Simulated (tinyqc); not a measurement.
Worked calculation: hydrogenic impurity: series, fields, screening, photoionisation and donor-acceptor pairs. Computed by tinyqc, a small Python program that keeps every step. Command: `OMP_NUM_THREADS=1 python tinyqc.py 3000773 3000774 out.jsonl hydrogenic walk`. One thread of a shared host (Intel(R) Xeon(R) Processor @ 2.30GHz), about 0.01 s of CPU time with the checks. Intermediate numbers are printed to about 6 digits and carried at full precision; extremes and crossings named in words are read from the listed rows.

One isotropic, parabolic band. Effective units: Ry* and a*, in which H = -nabla^2 - 2/r.

Inputs (values chosen for the exercise, modelled on GaAs):
```
quantity                   value      unit
electron mass m           0.0694       m_0
dielectric constant eps       13         -
donor density N          1.2e+14     cm^-3
electric field F             250      V/cm
gap E_g                     1.51        eV
acceptor depth E_A          27.1       meV
pair distance r              201  angstrom
rate prefactor W_0       8.8e+06       1/s
```

Parts treated: electric field and pairs.

Constants: Ry = 13.605693123 eV; a_0 = 0.529177210903 angstrom; h x 1 THz = 4.135667696 meV; hbar = 6.582119569e-16 eV s; e^2/(4 pi eps_0) = 14.39964548 eV angstrom.

## Effective units and the series

Ry* = Ry m/eps^2, a* = a_0 eps/m; level n is bound by Ry*/n^2; <r> = (3/2) a* in 1s; lines 1s -> np at Ry* (1 - 1/n^2); 1 THz = 4.135667696 meV.

Ry* = 5.58719 meV

a* = 99.1254 angstrom

<r> of 1s = 148.688 angstrom

Series:
```
n  binding (meV)  line from 1s (meV)  line (THz)
2        1.39680             4.19039     1.01323
3        0.62080             4.96639     1.20087
4        0.34920             5.23799     1.26654
5        0.22349             5.36370     1.29694
```

## Overlap of donors

Wigner-Seitz radius r_s = (3/(4 pi N))^(1/3); Mott criterion N_c^(1/3) a* = 0.26; overlap of two 1s orbitals at distance d: S = exp(-x)(1 + x + x^2/3), x = d/a*, with d = N^(-1/3).

r_s = 1257.70 angstrom

Mott density = 1.80453e+16 cm^-3

N over the Mott density = 0.00664992

overlap S = 2.10845e-07

The sample is on the insulating side, with isolated donors.

## Stark effect and field ionisation

f = e F a*/(2 Ry*) is the field in atomic-like units. 1s shifts by -(9/2) f^2 Ry* (polarisability (9/2) a*^3), the n = 2 levels split linearly by +/- 6 f Ry*; the barrier top lies 4 sqrt(f) Ry* below the band edge and passes 1s at f = 1/16; the tunnelling rate of 1s is (2 Ry*/hbar) (4/f) exp(-2/(3 f)).

f = 0.0221769

shift of 1s = -0.0123654 meV

linear shift (+/-) of the outer n = 2 levels = 0.743441 meV

barrier lowering = 3.32816 meV

field at which the barrier passes 1s = 704.561 V/cm

tunnelling rate of 1s = 269.512 1/s

The barrier lowering is 0.60 Ry*, so the n = 2 levels (0.25 Ry*) are already above the barrier, and their first-order splitting has lost its meaning.

## A donor-acceptor pair

No-phonon line h nu(r) = E_g - Ry* - E_A + e^2/(4 pi eps_0 eps r); rate W(r) = W_0 exp(-2 r/a*), the donor being the shallower centre; lifetime 1/W; zero field.

Coulomb term = 5.51077 meV

photon energy = 1.48282 eV

rate W = 152481 1/s

lifetime = 6.55820e-06 s

## The pair band in time

At delay t after a pulse the emission comes mostly from pairs with W(r) t = 1, so r = (a*/2) ln(W_0 t).

Dominant pairs:
```
delay (s)  r (angstrom)  Coulomb term (meV)  photon energy (eV)
1.00e-04         336.03             3.29632             1.48061
1.00e-03         450.15             2.46064             1.47977
1.00e-02         564.28             1.96298             1.47928
1.00e-01         678.40             1.63276             1.47895
1.00e+00         792.52             1.39765             1.47871
1.00e+01         906.64             1.22172             1.47853
1.00e+02        1020.77             1.08513             1.47840
```

Over six decades of delay the band moves down by 2.21 meV, since close pairs, which emit at higher energy, decay first; the shift per decade shrinks from 0.84 to 0.14 meV.
